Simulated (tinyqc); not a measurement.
Threshold of a short bulk MOSFET: charge sharing, barrier lowering, narrow width: one step of the calculation.

n-channel device on a p-type body, depletion approximation, full ionisation. Uniform doping N = Na. Vbi from Boltzmann statistics is rough for the degenerate source. Cox = eps0 eox/tox.

Question. Short-channel and narrow-width shifts. Charge sharing (trapezoid; it ignores Vds): F = (xj/L)(sqrt(1 + 2 Wd/xj) - 1), lowering = body term times F. Barrier lowering: th = exp(-L/(2 l)) + 2 exp(-L/l), lowering = th [2 (Vbi - 2 pB) + Vds], DIBL = th. Narrow width: rise = body term times xw Wd/W. VT by each model = VT0 - lowering + rise.

Values chosen for this exercise; band and dielectric values close to those of silicon:
- xj = 63 nm (junction depth)
- Vds = 0.05 V (drain-source voltage)
- W = 720 nm (gate width)
- xw = 0.7854 (shape factor of the fringing depletion at the width edges)
- L = 240 nm (channel length)

2 pB = 0.87151829 V
Wd = 95.080252 nm
body term = 0.43012234 V
VT0 = 0.31164063 V
Vbi = 1.0244200 V
l = 32.231038 nm

Find: F; lowering by charge sharing; th; lowering of the barrier; DIBL; narrow-width rise; VT, charge sharing; VT, barrier lowering.

Answer.

F = 0.2637
lowering by charge sharing = 113.4 mV
th = 0.02533
lowering of the barrier = 9.011 mV
DIBL = 25.33 mV/V
narrow-width rise = 44.61 mV
VT, charge sharing = 0.2428 V
VT, barrier lowering = 0.3472 V

L is 7.45 scale lengths. The charge-sharing lowering is 12.6 times the barrier lowering; the first falls off as 1/L and the second exponentially. Both describe the same loss of gate control, so they are alternatives and are not added.

Numbers from tinyqc (`OMP_NUM_THREADS=1 python tinyqc.py 2002136 2002137 out.jsonl`; about 0.01 s on one thread of a shared Intel Xeon 2.30GHz).
